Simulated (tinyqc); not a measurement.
Grain-boundary trapping model (Seto) of a polycrystalline semiconductor film: one step, computed by the program tinyqc. Command: `OMP_NUM_THREADS=1 python tinyqc.py 3017609 3017610 out.jsonl poly walk`. One thread of a shared host (Intel(R) Xeon(R) Processor @ 2.30GHz), about 0.01 s of CPU time with the checks.

Grains of equal size L are joined by thin boundaries with one trap level. Trapped carriers deplete a width W on each side and raise a barrier, crossed by thermionic emission. Dopants are fully ionised, statistics are non-degenerate and mu_g does not depend on T.

Problem. Resistivity and effective mobility. Boundary: sigma_b = L e^2 n_0 exp(-e V_B/k_B T)/sqrt(2 pi m k_B T); drift through the grain, depleted parts included: rho_g = [(1 - 2W/L) + (2W/L) int_0^1 exp(y^2 s^2) ds]/(e n_0 mu_g); rho = 1/sigma_b + rho_g. Mean carrier density n_av = n_0 [(1 - 2W/L) + (2W/L) (sqrt(pi)/2) erf(y)/y], y = sqrt(e V_B/k_B T); effective mobility 1/(e n_av rho).

Inputs (values chosen for the exercise, modelled on polycrystalline silicon): effective mass m = 0.29 m_0; grain size L = 65 nm; doping N = 2.1e+17 1/cm^3; mobility inside the grains mu_g = 180 cm^2/(V s); temperature T = 250 K.

Grain interior: resistance included.

depletion width W = 26.18727 nm

barrier V_B = 0.1113642 V

E_F = -0.09951663 eV

centre density n_0 = 2.10e+17 1/cm^3

Constants: k_B = 8.617333262e-05 eV/K; m_0 = 9.1093837015e-31 kg; k_B = 1.380649e-23 J/K; e = 1.602176634e-19 C.

Give: boundary resistivity; drift resistivity rho_g; resistivity rho; mean carrier density; effective mobility.

Solution.

boundary resistivity = 3.797 ohm cm

drift resistivity rho_g = 2.634 ohm cm

resistivity rho = 6.432 ohm cm

mean carrier density = 1.067e+17 1/cm^3

effective mobility = 9.098 cm^2/(V s)

A single crystal with the same N and mu_g would have 0.165 ohm cm, a factor 39.0 lower.
